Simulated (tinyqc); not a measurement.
## Inverter chain driving a load

N inverters, each f = Hc^(1/N) times larger than the one before: delay tau N (f + pp). Switched capacitance in units of the first input, with output capacitance pp times the input: Hc + (1 + pp)(Hc - 1)/(f - 1).

Values chosen for this exercise:
- Hc = 310 (load over the input capacitance of the chain)
- pp = 0.6 (parasitic delay of an inverter)
- tau = 6.7 ps (delay unit)

Inverter chain driving a load:

| N | f | delay (ps) | switched capacitance |
|---|---|---|---|
| 2 | 17.607 | 243.97 | 339.77 |
| 3 | 6.7679 | 148.09 | 395.72 |
| 4 | 4.1960 | 128.53 | 464.69 |
| 5 | 3.1497 | 125.62 | 539.98 |
| 6 | 2.6015 | 128.70 | 618.71 |
| 7 | 2.2694 | 134.57 | 699.48 |
| 8 | 2.0484 | 141.96 | 781.56 |
| 9 | 1.8916 | 150.24 | 864.54 |

The delay goes from 244 through a minimum of 126 (at N = 5 among the rows listed) to 150 ps. The best stage effort solves pp + rho (1 - ln rho) = 0, rho = 3.27, which gives N = ln Hc/ln rho = 4.85. One stage fewer than the best costs 2.3 % in delay and saves 14 % of the switched capacitance.

Program tinyqc, `OMP_NUM_THREADS=1 python tinyqc.py 2082140 2082141 out.jsonl`; Intel Xeon 2.30GHz, shared host, one thread, about 0.01 s.
